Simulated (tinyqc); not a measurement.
A particle near a wafer in liquid: double-layer and van der Waals forces (DLVO), deposition barrier and removal. Changing the potential of the particle psi_1. Computed by tinyqc, a small Python program. Command: `OMP_NUM_THREADS=1 python tinyqc.py 3114110 3114111 out.jsonl dlvo sweep`. One thread of a shared host (Intel(R) Xeon(R) Processor @ 2.30GHz), about 0.01 s of CPU time with the checks.

Sphere and flat wall, Derjaguin approximation, constant potentials in the linear-superposition form, no retardation and no hydration force.

Inputs (values chosen for the exercise, of the order of those for silica on silicon in water): particle radius R = 15 nm; Hamaker constant A = 1.3e-20 J; potential of the wafer psi_2 = -12 mV; salt concentration c = 0.048 mol/L; valence z of the symmetric salt = 1; temperature T = 323 K; dielectric constant of the liquid = 69.9.

Constants: e = 1.602176634e-19 C; N_A = 6.02214076e+23 1/mol; eps_0 = 8.8541878128e-12 F/m; k_B = 1.380649e-23 J/K; k_B = 8.617333262e-05 eV/K.

Method:
- kappa^2 = 2 z^2 e^2 N_A (1000 c)/(eps eps_0 k_B T); gamma_i = tanh(z e psi_i/(4 k_B T)); Z = 64 pi eps eps_0 (k_B T/(z e))^2 gamma_1 gamma_2.
- U(h) = Z R exp(-kappa h) - A R/(6 h); F(h) = -dU/dh = kappa Z R exp(-kappa h) - A R/(6 h^2), positive for repulsion.
- F = 0 reads x^2 exp(-x) = y with x = kappa h and y = A kappa/(6 Z); the left side peaks at x = 2 with 4/e^2 = 0.5413, so roots exist for smaller y: x < 2 is the barrier, x > 2 the secondary minimum.
- The barrier height is zero when U = 0 and F = 0 together: kappa h = 1 and kappa = 6 Z/(e A), e = 2.718282 here; c follows from kappa^2, with the potentials held fixed.

One run for each value:
```
potential of the particle psi_1 (mV)  barrier height (k_B T)  critical concentration (mol/L)   gamma_1
-100                                                  4.7839                         0.14112  -0.71541
-88                                                   3.7586                         0.11961  -0.65864
-77                                                   2.7298                         0.09894  -0.59901
-66                                                   1.6412                         0.07801  -0.53191
-54                                                   0.4389                         0.05590  -0.45025
-42                                                  -0.6741                         0.03580  -0.36031
```

Describe and explain the trends.

Over the rows, barrier height (k_B T) falls from 4.78 to -0.674; critical concentration (mol/L) falls from 0.141 to 0.0358; gamma_1 rises from -0.715 to -0.360. gamma_1 bends over once |psi| exceeds about 2 k_B T/(z e) = 56 mV, so further charge gains less. Left out: -31.0, -20.0, -8.00 (a listed quantity is not defined there).

Extremes, crossings and ranges named in words are read from the listed rows.
